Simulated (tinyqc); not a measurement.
Transmission against field: band-to-band tunnelling across a p-n junction in a two-band chain.

Sites alternate A at -Eg/2 and C at +Eg/2 with hopping -t; near the edges, with k counted from the zone boundary pi/a, E^2 = (Eg/2)^2 + (t a k)^2, so t = sqrt(c Eg/m)/a gives the mass m, c = hbar^2/2m0. In the gap cosh(q a) = 1 + (Eg^2/4 - e^2)/(2 t^2), e the energy from the local mid-gap. The potential is V0 = Eg + ov on the p side (left), 0 on the n side, and falls linearly over the 2N sites of the junction, V_j = V0 (1 - j/(2N + 1)), j = 1 to 2N, site 1 being A. E = Eg/2 + x ov. A half chain that ends on a site of level e1 with neighbour e2 has g = (1 + z)/(E - e1), z = exp(-/+ i k a) the root with Im g < 0, cos(k a) = (E - e1)(E - e2)/(2 t^2) - 1. S_L = t^2 g (ending on C, shifted by V0), S_R = t^2 g (starting on A). T = 4 Im(S_L) Im(S_R) |G_(1,2N)|^2.

Constants: hbar^2/2m0 = 3.80998211 eV angstrom^2.

Inputs chosen for the exercise (gap and mass near those of InSb; not measured data):

| symbol | value | unit | meaning |
|---|---|---|---|
| Eg | 0.188 | eV | gap |
| m | 0.0143 | m0 | mass of electron and light hole |
| a | 5 | angstrom | period (two sites) |
| ov | 0.19 | eV | overlap: top of the valence band on the p side above the conduction edge on the n side |
| x | 0.71 |  | energy above the n-side conduction edge, as a share of ov |

N is varied at fixed V0 and E. WKB: exp(-2 I/F) with I = pi Eg^2/(8 t a), F = V0/((2N + 1) a/2); this is the Landau-Zener result for a uniform field.

Against N:

| N | F (MV/cm) | exponent | T, chain | T, WKB | ratio |
|---|---|---|---|---|---|
| 5 | 1.375 | 0.285 | 0.685 | 0.752 | 0.911 |
| 8 | 0.889 | 0.441 | 0.643 | 0.643 | 1.000 |
| 12 | 0.605 | 0.649 | 0.571 | 0.523 | 1.093 |
| 18 | 0.409 | 0.960 | 0.451 | 0.383 | 1.177 |
| 26 | 0.285 | 1.375 | 0.306 | 0.253 | 1.212 |
| 38 | 0.196 | 1.997 | 0.161 | 0.136 | 1.188 |
| 55 | 0.136 | 2.879 | 0.0643 | 0.0562 | 1.145 |
| 80 | 0.094 | 4.176 | 0.0173 | 0.0154 | 1.129 |

How do the results move, and what explains it?

T falls from 0.685 at 1.37 to 0.0173 at 0.09 MV/cm. ln T against 1/F has slope -0.401 MV/cm between the rows N = 38 and 80, against -2I = -0.392. The ratio to WKB stays between 0.91 (N = 5) and 1.21 (N = 26): the exponent decides, and the ratio holds the reflections where the field begins and ends and the lattice correction to q, which scales the exponent and so grows with N.

Run: tinyqc, `OMP_NUM_THREADS=1 python tinyqc.py 1481191 1481192 out.jsonl`; Intel(R) Xeon(R) Processor @ 2.30GHz, one thread, shared host; about 0.01 s of CPU time with all checks.
